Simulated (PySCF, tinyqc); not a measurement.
Inside a calculation. Method: coupled-perturbed Hartree-Fock on RHF in the sto-3g basis, for Li-, spin multiplicity 1. The basis has no diffuse functions, so it cannot describe the extra electron: this is an exercise in the method, not the real anion. The lowest restricted solution is unstable here: a spin-polarised one lies 0.0041 hartree lower (PySCF). Computed by tinyqc, a small Python program that keeps every step (integrals from PySCF). Settings: charge = -1, multiplicity = 1, basis = sto-3g, method = RHF, energy threshold = 1e-10, iteration cap = 88, orthogonalisation = symmetric, start = atomic densities, DIIS depth = 6. Command: `OMP_NUM_THREADS=1 python tinyqc.py 31579 31580 out.jsonl` (the two numbers bound the seeds that draw the settings). One thread of a shared host (Intel(R) Xeon(R) Processor @ 2.60GHz), about 0.09 s of CPU time with the checks. The early iterations of the SCF are left out here.

## One-electron integrals

Geometry (angstrom):
```
atom         x         y         z
Li    0.000000  0.000000  0.000000
```

Basis sto-3g: exponents (1/bohr^2) and contraction coefficients of normalised primitives:
```
element  l (shell)   exponent  coefficient
Li           s (1)  16.119575     0.154329
Li           s (1)   2.936201     0.535328
Li           s (1)   0.794651     0.444635
Li           s (2)   0.636290    -0.099967
Li           s (2)   0.147860     0.399513
Li           s (2)   0.048089     0.700115
Li           p (3)   0.636290     0.155916
Li           p (3)   0.147860     0.607684
Li           p (3)   0.048089     0.391957
```

Overlap, kinetic and nuclear-attraction integrals over the contracted functions; the nuclear repulsion is the sum of Za Zb / Rab.

nuclear repulsion = 0 hartree

overlap S, order 1Li 1s, 1Li 2s, 1Li 2px, 1Li 2py, 1Li 2pz:
$$\begin{pmatrix}
1.000000 & 0.241137 & 0.000000 & 0.000000 & 0.000000 \\
0.241137 & 1.000000 & 0.000000 & 0.000000 & 0.000000 \\
0.000000 & 0.000000 & 1.000000 & 0.000000 & 0.000000 \\
0.000000 & 0.000000 & 0.000000 & 1.000000 & 0.000000 \\
0.000000 & 0.000000 & 0.000000 & 0.000000 & 1.000000
\end{pmatrix}$$

kinetic energy T (hartree), order 1Li 1s, 1Li 2s, 1Li 2px, 1Li 2py, 1Li 2pz:
$$\begin{pmatrix}
3.576786 & -0.020237 & 0.000000 & 0.000000 & 0.000000 \\
-0.020237 & 0.102163 & 0.000000 & 0.000000 & 0.000000 \\
0.000000 & 0.000000 & 0.319682 & 0.000000 & 0.000000 \\
0.000000 & 0.000000 & 0.000000 & 0.319682 & 0.000000 \\
0.000000 & 0.000000 & 0.000000 & 0.000000 & 0.319682
\end{pmatrix}$$

nuclear attraction V (hartree), order 1Li 1s, 1Li 2s, 1Li 2px, 1Li 2py, 1Li 2pz:
$$\begin{pmatrix}
-7.982881 & -0.964343 & 0.000000 & 0.000000 & 0.000000 \\
-0.964343 & -1.206923 & 0.000000 & 0.000000 & 0.000000 \\
0.000000 & 0.000000 & -1.197261 & 0.000000 & 0.000000 \\
0.000000 & 0.000000 & 0.000000 & -1.197261 & 0.000000 \\
0.000000 & 0.000000 & 0.000000 & 0.000000 & -1.197261
\end{pmatrix}$$

core Hamiltonian H = T + V (hartree), order 1Li 1s, 1Li 2s, 1Li 2px, 1Li 2py, 1Li 2pz:
$$\begin{pmatrix}
-4.406095 & -0.984581 & 0.000000 & 0.000000 & 0.000000 \\
-0.984581 & -1.104759 & 0.000000 & 0.000000 & 0.000000 \\
0.000000 & 0.000000 & -0.877579 & 0.000000 & 0.000000 \\
0.000000 & 0.000000 & 0.000000 & -0.877579 & 0.000000 \\
0.000000 & 0.000000 & 0.000000 & 0.000000 & -0.877579
\end{pmatrix}$$

## Two-electron integrals

Functions are numbered as in S; the eight-fold symmetry (ij|kl) = (ji|kl) = (kl|ij) leaves the list below.

Two-electron integrals (ij|kl) in chemists' order, unique and non-zero (hartree):
```
(11|11) 1.680395   (21|11) 0.265420   (21|21) 0.049941   (22|11) 0.397727
(22|21) 0.092860   (22|22) 0.290562   (31|31) 0.008981   (32|31) 0.013788
(32|32) 0.064184   (33|11) 0.396640   (33|21) 0.092880   (33|22) 0.290497
(33|33) 0.312946   (41|41) 0.008981   (42|41) 0.013788   (42|42) 0.064184
(43|43) 0.016869   (44|11) 0.396640   (44|21) 0.092880   (44|22) 0.290497
(44|33) 0.279207   (44|44) 0.312946   (51|51) 0.008981   (52|51) 0.013788
(52|52) 0.064184   (53|53) 0.016869   (54|54) 0.016869   (55|11) 0.396640
(55|21) 0.092880   (55|22) 0.290497   (55|33) 0.279207   (55|44) 0.279207
(55|55) 0.312946
```

## Orthogonalisation

S = U s U^T; symmetric (Loewdin) form X = U s^(-1/2) U^T, so that X^T S X = 1.

eigenvalues of S: [0.758863, 1.000000, 1.000000, 1.000000, 1.241137]

X, order 1Li 1s, 1Li 2s, 1Li 2px, 1Li 2py, 1Li 2pz:
$$\begin{pmatrix}
1.022776 & -0.125161 & 0.000000 & 0.000000 & 0.000000 \\
-0.125161 & 1.022776 & 0.000000 & 0.000000 & 0.000000 \\
0.000000 & 0.000000 & 1.000000 & 0.000000 & 0.000000 \\
0.000000 & 0.000000 & 0.000000 & 1.000000 & 0.000000 \\
0.000000 & 0.000000 & 0.000000 & 0.000000 & 1.000000
\end{pmatrix}$$

## Iteration 3 (converged): orbitals

converged F (hartree), order 1Li 1s, 1Li 2s, 1Li 2px, 1Li 2py, 1Li 2pz:
$$\begin{pmatrix}
-1.966328 & -0.540712 & 0.000000 & 0.000000 & 0.000000 \\
-0.540712 & -0.052270 & 0.000000 & 0.000000 & 0.000000 \\
0.000000 & 0.000000 & 0.415796 & 0.000000 & 0.000000 \\
0.000000 & 0.000000 & 0.000000 & 0.415796 & 0.000000 \\
0.000000 & 0.000000 & 0.000000 & 0.000000 & 0.415796
\end{pmatrix}$$

Diagonalise F' = X^T F X, C = X C', fill 2 alpha and 2 beta electrons from the bottom; D = 2 C_occ C_occ^T. Each column has its largest component positive (the first on a tie).

F' = X^T F X (hartree):
$$\begin{pmatrix}
-1.919303 & -0.315690 & 0.000000 & 0.000000 & 0.000000 \\
-0.315690 & 0.052954 & 0.000000 & 0.000000 & 0.000000 \\
0.000000 & 0.000000 & 0.415796 & 0.000000 & 0.000000 \\
0.000000 & 0.000000 & 0.000000 & 0.415796 & 0.000000 \\
0.000000 & 0.000000 & 0.000000 & 0.000000 & 0.415796
\end{pmatrix}$$

orbital energies (hartree): MO1 -1.968602, MO2 0.102253, MO3 0.415796, MO4 0.415796, MO5 0.415796

coefficients C, order 1Li 1s, 1Li 2s, 1Li 2px, 1Li 2py, 1Li 2pz:
$$\begin{pmatrix}
0.991218 & -0.281468 & 0.000000 & 0.000000 & 0.000000 \\
0.034144 & 1.029840 & 0.000000 & 0.000000 & 0.000000 \\
0.000000 & 0.000000 & 1.000000 & 0.000000 & 0.000000 \\
0.000000 & 0.000000 & 0.000000 & 1.000000 & 0.000000 \\
0.000000 & 0.000000 & 0.000000 & 0.000000 & 1.000000
\end{pmatrix}$$

D after iteration 3, order 1Li 1s, 1Li 2s, 1Li 2px, 1Li 2py, 1Li 2pz:
$$\begin{pmatrix}
2.123473 & -0.512047 & 0.000000 & 0.000000 & 0.000000 \\
-0.512047 & 2.123473 & 0.000000 & 0.000000 & 0.000000 \\
0.000000 & 0.000000 & 0.000000 & 0.000000 & 0.000000 \\
0.000000 & 0.000000 & 0.000000 & 0.000000 & 0.000000 \\
0.000000 & 0.000000 & 0.000000 & 0.000000 & 0.000000
\end{pmatrix}$$

Within a degenerate level the vectors are fixed only up to a rotation; this is one choice.

## Convergence

Stop when the energy changes by less than 1e-10 hartree and every element of the error matrix X^T (F D S - S D F) X is below 3e-06.

Course of the cycle:
```
iteration  E (hartree)     change  largest element of the error matrix
1          -8.62636297          -                             1.25e-01
2          -7.21327332   1.41e+00                             7.41e-16
3          -7.21327332  -8.88e-16                             4.56e-16
```

PySCF RHF in the same basis = -7.21327332 hartree

Converged in 3 iterations.

## Integrals over molecular orbitals

(pq|rs) = sum C_ip C_jq C_kr C_ls (ij|kl), one index at a time.

one-electron integrals over orbitals h = C^T H C (hartree):
$$\begin{pmatrix}
-4.396974 & 0.194845 & 0.000000 & 0.000000 & 0.000000 \\
0.194845 & -0.949950 & 0.000000 & 0.000000 & 0.000000 \\
0.000000 & 0.000000 & -0.877579 & 0.000000 & 0.000000 \\
0.000000 & 0.000000 & 0.000000 & -0.877579 & 0.000000 \\
0.000000 & 0.000000 & 0.000000 & 0.000000 & -0.877579
\end{pmatrix}$$

Two-electron integrals over orbitals (pq|rs), unique and non-zero (hartree):
```
(11|11) 1.658594    (21|11) -0.184570   (21|21) 0.031265    (22|11) 0.400522
(22|21) -0.010274   (22|22) 0.282425    (31|31) 0.009832    (32|31) 0.013694
(32|32) 0.060790    (33|11) 0.396329    (33|21) -0.006527   (33|22) 0.285670
(33|33) 0.312946    (41|41) 0.009832    (42|41) 0.013694    (42|42) 0.060790
(43|43) 0.016869    (44|11) 0.396329    (44|21) -0.006527   (44|22) 0.285670
(44|33) 0.279207    (44|44) 0.312946    (51|51) 0.009832    (52|51) 0.013694
(52|52) 0.060790    (53|53) 0.016869    (54|54) 0.016869    (55|11) 0.396329
(55|21) -0.006527   (55|22) 0.285670    (55|33) 0.279207    (55|44) 0.279207
(55|55) 0.312946
```

## Response to a field: uncoupled start

dipole integrals <a|y|i> (bohr), order a3, a4, a5:
$$\begin{pmatrix}
0.000000 & 0.000000 \\
0.207518 & 1.815666 \\
0.000000 & 0.000000
\end{pmatrix}$$

Field along y; U_ai = -mu_ai / (e_a - e_i), alpha = -4 sum U_ai mu_ai.

uncoupled U, order a3, a4, a5:
$$\begin{pmatrix}
0.000000 & 0.000000 \\
-0.087032 & -5.790789 \\
0.000000 & 0.000000
\end{pmatrix}$$

uncoupled polarisability = 42.128789 bohr^3

## Coupled step 1

U_ai = -(mu_ai + sum_bj [4 (ai|bj) - (ab|ij) - (aj|bi)] U_bj) / (e_a - e_i); alpha = -4 sum U_ai mu_ai.

U after step 1, order a3, a4, a5:
$$\begin{pmatrix}
0.000000 & 0.000000 \\
0.015200 & -7.685406 \\
0.000000 & 0.000000
\end{pmatrix}$$

polarisability = 55.803898 bohr^3

## Coupled step 2

As before.

U after step 2, order a3, a4, a5:
$$\begin{pmatrix}
0.000000 & 0.000000 \\
0.068757 & -8.325129 \\
0.000000 & 0.000000
\end{pmatrix}$$

polarisability = 60.405535 bohr^3

## Coupled polarisability

Repeat until U stops changing; compare with -d2E/dF2.

Course of the coupled iterations:
```
step  alpha (bohr^3)
0          42.128789
1          55.803898
2          60.405535
3          61.977854
4          62.518476
5          62.704835
6          62.769140
7          62.791338
8          62.799002
9          62.801648
10         62.802562
11         62.802877
12         62.802986
13         62.803024
14         62.803037
15         62.803041
16         62.803043
17         62.803043
18         62.803044
19         62.803044
```

coupled polarisability = 62.803044 bohr^3

finite-field check, fields of +/-0.001 au = 62.800782 bohr^3
